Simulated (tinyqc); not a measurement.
# Capacitance of parallel on-chip lines from Laplace's equation on a mesh, step by step

Computed by the program tinyqc: `OMP_NUM_THREADS=1 python tinyqc.py 2790104 2790105 out.jsonl`, one thread of a shared Intel Xeon 2.30GHz, about 1 s for the whole run. Printed values are rounded.

Cross-section of an endless row of equal lines between two grounded planes; neighbours are driven in antiphase (+1 V and -1 V), so the plane midway between two lines is at 0 V. By symmetry one quarter is solved: x runs from the centre of a line (column 0, mirror) to that midplane (column 4, 0 V), y from the mid-height of the line (row 0, mirror) to the ground plane (row 4, 0 V). The line fills columns 0 to 1 and rows 0 to 2 at 1 V. Cells beside the line (below row 2) have e2, cells above have e1. Each link between nodes has the conductance g = mean permittivity of the two cells beside it (a cell beyond a mirror counts as 0), and the free nodes obey sum g (V_neighbour - V) = 0.

Parameters, values chosen for the exercise:
- e1 = 2.4 (relative permittivity above and below the lines)
- e2 = 1 (relative permittivity between the lines)
- om = 1 (over-relaxation factor)

Constants: eps0 = 8.8541878128e-12 F/m. Results are converted to the units shown.

## Link conductances

gx[j, i] joins node (row j, column i) to column i + 1, gy[j, i] to row j + 1.

gx:

|  | col 0 | col 1 | col 2 | col 3 |
|---|---|---|---|---|
| row 0 | 0.5 | 0.5 | 0.5 | 0.5 |
| row 1 | 1 | 1 | 1 | 1 |
| row 2 | 1.7 | 1.7 | 1.7 | 1.7 |
| row 3 | 2.4 | 2.4 | 2.4 | 2.4 |
| row 4 | 1.2 | 1.2 | 1.2 | 1.2 |

gy:

|  | col 0 | col 1 | col 2 | col 3 | col 4 |
|---|---|---|---|---|---|
| row 0 | 0.5 | 1 | 1 | 1 | 0.5 |
| row 1 | 0.5 | 1 | 1 | 1 | 0.5 |
| row 2 | 1.2 | 2.4 | 2.4 | 2.4 | 1.2 |
| row 3 | 1.2 | 2.4 | 2.4 | 2.4 | 1.2 |

## Iteration 1: relaxation sweep

V at the start (V):

|  | col 0 | col 1 | col 2 | col 3 | col 4 |
|---|---|---|---|---|---|
| row 0 | 1 | 1 | 0 | 0 | 0 |
| row 1 | 1 | 1 | 0 | 0 | 0 |
| row 2 | 1 | 1 | 0 | 0 | 0 |
| row 3 | 0 | 0 | 0 | 0 | 0 |
| row 4 | 0 | 0 | 0 | 0 | 0 |

One sweep visits the free nodes row by row from row 0, left to right, and replaces V by V + om (weighted mean of the neighbours - V), using new values at once.

V after sweep 1 (V):

|  | col 0 | col 1 | col 2 | col 3 | col 4 |
|---|---|---|---|---|---|
| row 0 | 1.000000 | 1.000000 | 0.250000 | 0.062500 | 0.000000 |
| row 1 | 1.000000 | 1.000000 | 0.312500 | 0.093750 | 0.000000 |
| row 2 | 1.000000 | 1.000000 | 0.295956 | 0.087776 | 0.000000 |
| row 3 | 0.250000 | 0.312500 | 0.152114 | 0.059972 | 0.000000 |
| row 4 | 0.000000 | 0.000000 | 0.000000 | 0.000000 | 0.000000 |

## Iteration 2: relaxation sweep

As before.

V after sweep 2 (V):

|  | col 0 | col 1 | col 2 | col 3 | col 4 |
|---|---|---|---|---|---|
| row 0 | 1.000000 | 1.000000 | 0.421875 | 0.152344 | 0.000000 |
| row 1 | 1.000000 | 1.000000 | 0.452895 | 0.173254 | 0.000000 |
| row 2 | 1.000000 | 1.000000 | 0.392233 | 0.144704 | 0.000000 |
| row 3 | 0.406250 | 0.389591 | 0.210449 | 0.088788 | 0.000000 |
| row 4 | 0.000000 | 0.000000 | 0.000000 | 0.000000 | 0.000000 |

## Course of the relaxation

Stop when no node changes by 1e-7 V. C = 4 eps0 sum g (difference of V along the link)^2, in aF/um.

Course of the iteration:

| sweep | C (aF/um) | largest change (V) |
|---|---|---|
| 1 | 145.1819 | 0.312 |
| 2 | 128.2066 | 0.172 |
| 3 | 124.9839 | 0.0927 |
| 4 | 124.2054 | 0.0493 |
| 5 | 124.0084 | 0.0265 |
| 6 | 123.9592 | 0.0138 |
| 7 | 123.9472 | 6.97e-3 |
| 8 | 123.9443 | 3.47e-3 |
| 9 | 123.9436 | 1.71e-3 |
| ... | ... | ... |
| 15 | 123.9434 | 2.33e-5 |
| 16 | 123.9434 | 1.14e-5 |
| 17 | 123.9434 | 5.54e-6 |
| 18 | 123.9434 | 2.70e-6 |
| 19 | 123.9434 | 1.32e-6 |
| 20 | 123.9434 | 6.41e-7 |
| 21 | 123.9434 | 3.12e-7 |
| 22 | 123.9434 | 1.52e-7 |
| 23 | 123.9434 | 7.41e-8 |

Converged in 23 sweeps. Over the last four sweeps the change shrinks by about 0.49 a sweep. C comes down from above, since the solution minimises the energy.

## Capacitance per length

converged V (V):

|  | col 0 | col 1 | col 2 | col 3 | col 4 |
|---|---|---|---|---|---|
| row 0 | 1.000000 | 1.000000 | 0.617904 | 0.289403 | 0.000000 |
| row 1 | 1.000000 | 1.000000 | 0.591107 | 0.269854 | 0.000000 |
| row 2 | 1.000000 | 1.000000 | 0.476669 | 0.198906 | 0.000000 |
| row 3 | 0.465006 | 0.430012 | 0.255042 | 0.113487 | 0.000000 |
| row 4 | 0.000000 | 0.000000 | 0.000000 | 0.000000 | 0.000000 |

C = 4 eps0 sum g (difference of V)^2 over all links (twice the energy of the four quarters, line at 1 V). Plate estimate without fringing: eps0 [2 e1 w/hd + 2 e2 t/(s/2)], w = 2 hx, t = 4 hx, s/2 = 3 hx, hd = 2 hx.

C = 123.9434 aF/um
plate estimate = 66.11127 aF/um

C depends on the shape only, not on the mesh step hx. Meshes 6, 12 and 24 times finer extrapolate (Aitken) to 111.2 aF/um; this mesh is 11 % above that, and the plate estimate is 41 % below it.
